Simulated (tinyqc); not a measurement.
Size of the test strain: deformation potentials from a strained empirical pseudopotential.

Diamond lattice, no spin-orbit coupling. Atomic form factor V(q) = a1 (q^2 - a2)/(a3 exp(a4 q^2) - 1) in rydberg with q in 1/bohr, for the unstrained cell. Under a strain e the reciprocal vectors and k go over into (1 + e)^(-1) G, the atoms sit at +/- tau with tau = (1 + e) a (1,1,1)/8 - zeta a (eyz, ezx, exy)/4, and H(G,G') = c |k + G|^2 delta + (V(q)/det(1 + e)) cos(q.tau), q = G - G', with the term q = 0 left out; c = hbar^2/2m0. The basis is fixed before straining: all G with |k + G|^2 up to 16 (2 pi/a)^2. k is given in units of 2 pi/a of the unstrained cell.

Constants: hbar^2/2m0 = 3.80998211 eV angstrom^2; Ry = 13.60569312 eV; a0 (Bohr radius) = 0.5291772105 angstrom.

Inputs chosen for the exercise (out of a larger set: near those of Si; not measured data):
```
symbol  value                         unit      meaning
a       5.431                         angstrom  lattice constant
A       (0.539, 2.175, 2.067, 0.484)            a1 (Ry bohr^2), a2 (1/bohr^2), a3, a4 (bohr^2)
kD      0.82                          2 pi/a    position of the Delta minimum
```

e = diag(-h/2, -h/2, h). Xu = [E(Delta z) - E(Delta x)]/(1.5 h) at fixed kD, b = [E(Z) - E(X, Y)]/(4.5 h); one-sided from +h alone, central from +h and -h.

Results (eV):
```
h       Xu one-sided  Xu central  b one-sided  b central
0.0010         8.042       8.047       -3.280     -3.276
0.0025         8.034       8.047       -3.287     -3.276
0.0100         7.997       8.048       -3.317     -3.277
0.0200         7.949       8.052       -3.358     -3.277
0.0300         7.904       8.059       -3.400     -3.279
```

Give the missing row, h = 0.0050.

Computed row:
```
h       Xu one-sided  Xu central  b one-sided  b central
0.0050         8.021       8.047       -3.297     -3.276
```

From h = 0.001 to 0.03 the one-sided Xu drifts by -0.137 eV and the central one by +0.012 eV; for b the drifts are -0.119 and -0.002 eV. The central difference cancels the term of second order in the strain, so its error goes as h^2. At h = 0.02 the linear law errs by 1.2 % for the valley splitting and 2.5 % for the valence splitting.

Computed by tinyqc, a small Python program: `OMP_NUM_THREADS=1 python tinyqc.py 1850405 1850406 out.jsonl` (the numbers bound the seed that draws the inputs); one thread of a shared host (Intel(R) Xeon(R) Processor @ 2.30GHz), about 0.2 s for the whole set of steps.
